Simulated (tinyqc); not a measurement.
Rise against time: self-heating of a transistor with one or more fingers, with temperature-dependent conductivity. Computed by tinyqc, a small Python program. Command: `OMP_NUM_THREADS=1 python tinyqc.py 3001775 3001776 out.jsonl selfheat walk`. One thread of a shared host (Intel(R) Xeon(R) Processor @ 2.30GHz), about 0.07 s of CPU time with the checks.

N long parallel fingers lie on the top face of a slab whose bottom is held at T_0; the top is otherwise insulated, and heat flows in two dimensions. P in W/mm is 1000 P in W/m.

Inputs (values chosen for the exercise, modelled on gallium oxide):

| quantity | value | unit |
|---|---|---|
| conductivity at the base temperature kappa_0 | 23.3 | W/(m K) |
| power per gate width P | 0.3 | W/mm |
| fingers N | 1 | - |
| finger pitch s | 50 | micrometre |
| width of the heat source w | 0.6 | micrometre |
| substrate thickness t | 53 | micrometre |
| heat capacity C | 3.24 | 1e6 J/(m^3 K) |
| pulse length | 62 | microsecond |

Power: fixed power.

Method:
- A line source of power P on the top face raises the top at distance x by (P/(pi kappa_0)) g(x), g(x) = -ln tanh(pi x/(4 t)) (the image sum for the slab). On a strip of width w the centre sees the mean of g over the strip, g_0 = 1 + ln(8 t/(pi w)) for w much below t.
- theta_i = (P/(pi kappa_0)) [g_0 + sum over j != i of g(|i - j| s)], with equal powers and constant conductivity; thermal resistance = largest theta/P.
- After switching on, theta(tau) = (P D/kappa_0) int_0^tau X(u) Z(u) du at the hottest finger, D = kappa_0/C; X = sum over fingers at distance x of [erf((x + w/2)/r) - erf((x - w/2)/r)]/(2 w), Z = sum_(j=-200..200) (-1)^j exp(-(2 j t/r)^2)/sqrt(pi D u), r = 2 sqrt(D u); trapezoid rule on 300 points evenly spaced in ln u from u_0 = 1e-3 min(tau, w^2/D) to tau, plus the exact piece 2 sqrt(u_0/(pi D))/w below u_0. Conductivity and power are held at their base values here, and Fourier's law is used even where the diffusion length is near a phonon free path.

diffusivity D = 7.19136 micrometre^2/microsecond

theta of each finger (K): 26.2947

largest theta = 26.2947 K

Heating curve:

| time (microsecond) | sqrt(D time) (micrometre) | rise (K) | share of the steady rise |
|---|---|---|---|
| 3.90e-04 | 0.052959 | 1.2824 | 0.04877 |
| 0.0039 | 0.16747 | 3.8567 | 0.1467 |
| 0.039 | 0.52959 | 8.1397 | 0.3096 |
| 0.39 | 1.6747 | 12.81 | 0.4872 |
| 3.9 | 5.2959 | 17.523 | 0.6664 |
| 20 | 11.993 | 20.873 | 0.7938 |
| 78 | 23.684 | 23.657 | 0.8997 |
| 230 | 40.670 | 25.571 | 0.9725 |
| 590 | 65.138 | 26.243 | 0.998 |

Half the steady rise is reached between 0.39 and 3.9 microseconds, and the last row holds 99.8 % of it; the slowest time constant is 4 t^2/(pi^2 D) = 158 microseconds. While the diffusion length lies between w and the pitch or thickness, the rise grows as the logarithm of time.

Extremes, crossings and ranges named in words are read from the listed rows.
